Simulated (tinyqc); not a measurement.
Estimate of lattice thermal conductivity from elastic moduli (Slack, Klemens and Cahill formulas). Changing the grain size d. Computed by tinyqc, a small Python program. Command: `OMP_NUM_THREADS=1 python tinyqc.py 3027165 3027166 out.jsonl slack sweep`. One thread of a shared host (Intel(R) Xeon(R) Processor @ 2.30GHz), about 0.01 s of CPU time with the checks.

An isotropic solid.

Inputs (values chosen for the exercise, for a model crystal):

| quantity | value | unit |
|---|---|---|
| bulk modulus B | 63.4 | GPa |
| shear modulus G | 55.6 | GPa |
| volume per atom V | 32.1 | angstrom^3 |
| mean atomic mass M | 51.1 | u |
| atoms per primitive cell n | 20 | - |
| volume expansion coefficient alpha_V | 46.8 | ppm/K |
| temperature T | 1200 | K |
| disorder parameter Gamma | 0.051 | - |

Grueneisen parameter: from thermal expansion.

Constants: u = 1.6605390666e-27 kg; hbar = 1.054571817e-34 J s; k_B = 1.380649e-23 J/K; h = 6.62607015e-34 J s.

Method:
- rho = M/V; vL = sqrt((B + 4G/3)/rho), vT = sqrt(G/rho); v_m = [(vL^-3 + 2 vT^-3)/3]^(-1/3); Poisson ratio sigma = (3B - 2G)/(6B + 2G); Theta = hbar v_m (6 pi^2/V)^(1/3)/k_B.
- gamma = alpha_V B V/(3 k_B), with the classical heat capacity 3 k_B per atom.
- Slack, an estimate for T near or above Theta_a: kappa = A M Theta_a^3 delta n^(1/3)/(gamma^2 T) in W/(m K), with M in u, delta = V^(1/3) in angstrom, Theta_a = Theta n^(-1/3) and A = 2.43e-6/(1 - 0.514/gamma + 0.228/gamma^2).
- High-temperature forms with the classical heat capacity. Klemens: kappa/kappa_0 = arctan(u)/u, u^2 = pi^2 Theta V Gamma kappa_0/(h v_m^2). Grains: 1/kappa_poly = 1/kappa + 1/(C v_m d/3), C = 3 k_B/(n V), the acoustic branches alone.
- Cahill minimum: kappa_min = (pi/6)^(1/3) k_B V^(-2/3) sum over L, T, T of v (T/Theta_i)^2 int_0^(Theta_i/T) x^3 e^x/(e^x - 1)^2 dx, Theta_i = Theta v_i/v_m (64 Gauss-Legendre points).
- Its high-temperature limit is (1/2) (pi/6)^(1/3) k_B V^(-2/3) (vL + 2 vT).

One run for each value:

| grain size d (nm) | kappa of the polycrystal (W/(m K)) | grain-boundary limit (W/(m K)) | kappa_poly/kappa_min |
|---|---|---|---|
| 5 | 0.34476 | 5.4221e-01 | 0.3853 |
| 20 | 0.65905 | 2.1688e+00 | 0.7366 |
| 50 | 0.80600 | 5.4221e+00 | 0.9008 |
| 200 | 0.90714 | 2.1688e+01 | 1.0138 |
| 500 | 0.93049 | 5.4221e+01 | 1.0399 |
| 2000 | 0.94262 | 2.1688e+02 | 1.0535 |
| 5000 | 0.94509 | 5.4221e+02 | 1.0563 |
| 20000 | 0.94632 | 2.1688e+03 | 1.0576 |
| 50000 | 0.94657 | 5.4221e+03 | 1.0579 |

Over the rows, kappa of the polycrystal (W/(m K)) rises from 0.345 to 0.947 (exponent d ln y / d ln x 0.47 between the first rows and 2.9e-4 between the last); grain-boundary limit (W/(m K)) rises from 0.542 to 5420 (exponent d ln y / d ln x about 1.0 throughout); kappa_poly/kappa_min rises from 0.385 to 1.06 (exponent d ln y / d ln x 0.47 between the first rows and 2.9e-4 between the last). At the high end the exponent of kappa of the polycrystal is 0.00, close to 0: grains are larger than the free path. The two resistivities add, so grains matter once the boundary limit, proportional to d, falls to the size of kappa with point defects.

Caution (all rows): the estimate comes near or below kappa_min; the free path cannot fall under half a wavelength, so the true value levels off near kappa_min.

Extremes, crossings and ranges named in words are read from the listed rows.
